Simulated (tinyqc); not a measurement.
Scattering rates of a carrier in a spherical band by Fermi's golden rule: one step, computed by the program tinyqc. Command: `OMP_NUM_THREADS=1 python tinyqc.py 3000084 3000085 out.jsonl scatter walk`. One thread of a shared host (Intel(R) Xeon(R) Processor @ 2.30GHz), about 0.01 s of CPU time with the checks.

All processes here are isotropic or elastic, and the rate listed is the momentum relaxation rate.

Problem. Ionised impurities. Kane band: hbar^2 k^2/(2 m) = E (1 + alpha E), speed v = hbar k/(m (1 + 2 alpha E)), states per spin, volume and energy g(E) = m k (1 + 2 alpha E)/(2 pi^2 hbar^2); overlap factors are set to 1. Masses are multiplied by m_0 and all formulas are in SI units. Singly charged impurities, momentum relaxation: 1/tau = N_I e^4 m (1 + 2 alpha E) Phi/(8 pi (eps_s eps_0)^2 hbar^3 k^3), with alpha = 0 for a parabolic band. Conwell-Weisskopf: Phi = ln(1 + y^2), y = 4 pi eps_s eps_0 E N_I^(-1/3)/e^2 (largest impact parameter N_I^(-1/3)/2).

Inputs (values chosen for the exercise, modelled on holes in germanium): density-of-states mass of one valley m = 0.297 m_0; non-parabolicity alpha = 0.28 1/eV; static permittivity eps_s = 16; ionised impurity density N_I = 8.5e+17 1/cm^3; carrier energy E = 340 meV.

Crystal: non-polar. Band: Kane. Impurity formula: Conwell-Weisskopf. Further scattering: neutral impurities.

Constants: eps_0 = 8.8541878128e-12 F/m; e = 1.602176634e-19 C; m_0 = 9.1093837015e-31 kg; hbar = 1.054571817e-34 J s.

Give: y; ionised-impurity rate.

Solution.

y = 39.88

ionised-impurity rate = 4.546e+11 1/s
